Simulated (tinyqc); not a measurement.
Strain-driven roughening and islands of a mismatched epitaxial film. Changing the misfit |f|. Computed by tinyqc, a small Python program. Command: `OMP_NUM_THREADS=1 python tinyqc.py 3022183 3022184 out.jsonl island sweep`. One thread of a shared host (Intel(R) Xeon(R) Processor @ 2.30GHz), about 0.02 s of CPU time with the checks.

Film and substrate share isotropic elastic constants; the film is coherent and biaxially strained.

Inputs (values chosen for the exercise, modelled on GaN on AlN):
```
quantity                                      value       unit
shear modulus G                                 117        GPa
Poisson ratio nu                               0.21          -
surface energy gamma                           1.85      J/m^2
contact angle of the shallow shape theta_1     9.11    degrees
contact angle of the steep shape theta_2       24.1    degrees
facet energy of shape 1 over gamma           0.9974          -
facet energy of shape 2 over gamma            1.057          -
wetting energy gamma_s - gamma                 0.18      J/m^2
decay length of wetting delta                  0.36         nm
surface mobility D_s nu_s Omega^2/(k_B T)   3.7e-34  m^6/(J s)
island volume V                              220000       nm^3
```

Transport: surface diffusion.

Constants: e = 1.602176634e-19 C.

Method:
- M = 2 G (1 + nu)/(1 - nu); stress = M f; energy density w = M f^2.
- A ripple A cos(k x) has the surface chemical potential per volume [gamma k^2 - 2 (1 + nu) w k] A cos(k x), so k_c = 2 (1 + nu) w/gamma. With surface diffusion the amplitude grows at the rate q = B k^2 [2 (1 + nu) w k - gamma k^2], fastest at k_m = (3/4) k_c. B is the surface mobility.
- The surface energy depends on thickness as gamma + (gamma_s - gamma) exp(-h/delta). Its curvature adds W2 = (gamma_s - gamma) exp(-h/delta)/delta^2 to the restoring terms; the flat film is stable while W2 > (1 + nu)^2 w^2/gamma, which gives h_c = delta ln[(gamma_s - gamma) gamma/(delta^2 (1 + nu)^2 w^2)], or 0 if negative.
- Shallow faceted island (Tersoff form): E = 4 Gam V^(2/3) tan^(1/3)(theta) - 6 c V tan(theta), Gam = gamma [x/sin(theta) - 1/tan(theta)], x the facet energy over gamma, c = stress^2 (1 - nu)/(2 pi G).
- The barrier is the maximum of E, at V_c = [4 Gam/(9 c)]^3 / tan^2(theta) (1 GPa nm = 1 J/m^2).
- The two energies cross at V_x^(1/3) = 4 [Gam_2 t2^(1/3) - Gam_1 t1^(1/3)]/(6 c (t2 - t1)), t = tan(theta); mu = dE/dV.

One run for each value; columns: (1) misfit |f|; (2) fastest wavelength (nm); (3) wetting-layer thickness h_c (nm); (4) barrier, shape 1 (eV); (5) growth time 1/q at k_m (s); (6) crossing volume V_x (nm^3):
```
(1)      (2)    (3)        (4)        (5)        (6)
0.008  279.2  2.920  2.104e+02  1.709e+04  1.507e+06
0.011  147.7  2.462  5.886e+01  1.337e+03  2.229e+05
0.014   91.2  2.115  2.243e+01  1.943e+02  5.245e+04
0.019   49.5  1.675  6.613e+00  1.688e+01  8.395e+03
0.024   31.0  1.338  2.597e+00  2.605e+00  2.067e+03
0.032   17.5  0.924  8.218e-01  2.608e-01  3.678e+02
0.043    9.7  0.499  2.521e-01  2.453e-02  6.248e+01
0.075    3.2  0.000  2.724e-02  2.864e-04  2.219e+00
```

Give the missing row, misfit |f| = 0.057.

Computed row; columns: (1) misfit |f|; (2) fastest wavelength (nm); (3) wetting-layer thickness h_c (nm); (4) barrier, shape 1 (eV); (5) growth time 1/q at k_m (s); (6) crossing volume V_x (nm^3):
```
(1)    (2)    (3)        (4)        (5)        (6)
0.057  5.5  0.093  8.164e-02  2.573e-03  1.152e+01
```

Interpolating between the two neighbouring rows (the first column on a logarithmic scale, the others too where they are positive) misses most in wetting-layer thickness h_c (nm), by 160 %. Over the rows, fastest wavelength (nm) falls from 279 to 3.18 (exponent d ln y / d ln x about -2.0 throughout); wetting-layer thickness h_c (nm) falls from 2.92 to 0; barrier, shape 1 (eV) falls from 210 to 0.0272 (exponent d ln y / d ln x about -4.0 throughout). The exponent of fastest wavelength stays at -2: gamma over the strain energy density. The exponent of barrier, shape 1 stays at -4: Gam^3/c^2. The exponent of growth time 1/q at k_m stays at -8: the rate goes as gamma k_c^4. The exponent of crossing volume V_x stays at -6: (Gam/c)^3.

Caution (rows 0.0320): a critical island of a few cubic nanometres holds a few hundred atoms at most, and edge energies, left out here, matter. Caution (rows 0.0430, 0.0570, 0.0750): a wavelength of a few nanometres is at the limit of continuum theory, where steps and facets rule. Caution (rows 0.0430, 0.0570, 0.0750): a critical volume below 1 nm^3 holds fewer than a hundred atoms, so a continuum barrier there has no physical meaning. Caution (rows 0.0750): a crossing volume under 5 nm^3 is too small for these continuum energies.

Extremes, crossings and ranges named in words are read from the listed rows.
